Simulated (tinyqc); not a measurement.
Single-oscillator infrared dielectric function of a polar cubic crystal: one step, computed by the program tinyqc. Command: `OMP_NUM_THREADS=1 python tinyqc.py 3021279 3021280 out.jsonl infrared walk`. One thread of a shared host (Intel(R) Xeon(R) Processor @ 2.30GHz), about 0.01 s of CPU time with the checks.

One ion pair, charges +Z* and -Z*, in a cell of volume Omega = a^3/4. Frequencies omega are given as wavenumbers (1/cm); eps_s is the static dielectric constant.

Task: LO frequency and static constant from the Born charge. mu = M_A M_B/(M_A + M_B); ionic plasma term W^2 = 4 pi Z*^2 (e^2/(4 pi eps_0))/(Omega mu) in eV/(angstrom^2 u), turned into 1/cm by W = 15.6333042 x 33.35640952 x sqrt(W^2); omega_LO^2 = omega_TO^2 + W^2/eps_inf; eps_s = eps_inf + W^2/omega_TO^2; Szigeti charge 3 Z*/(eps_inf + 2); longitudinal (Callen) charge Z*/eps_inf.

Inputs (values chosen for the exercise, for a model crystal):
```
quantity            value      unit
lattice constant a   6.08  angstrom
mass M_A               35         u
mass M_B              125         u
omega_TO              694      1/cm
Born charge Z*       2.71         e
eps_inf              7.34         -
```

Structure: zinc blende. Free carriers: present.

Constants: nu for 1 eV/(angstrom^2 u) = 15.6333042 THz; 1 THz = 33.35640952 1/cm; e^2/(4 pi eps_0) = 14.39964548 eV angstrom.

Give: reduced mass mu; W; omega_LO; eps_s; Szigeti charge; Callen charge.

Result:

reduced mass mu = 27.34375 u

W = 484.98 1/cm

omega_LO = 716.72 1/cm

eps_s = 7.8284

Szigeti charge = 0.87045 e

Callen charge = 0.36921 e

omega_LO/omega_TO = 1.033; the ions supply 6 % of eps_s.
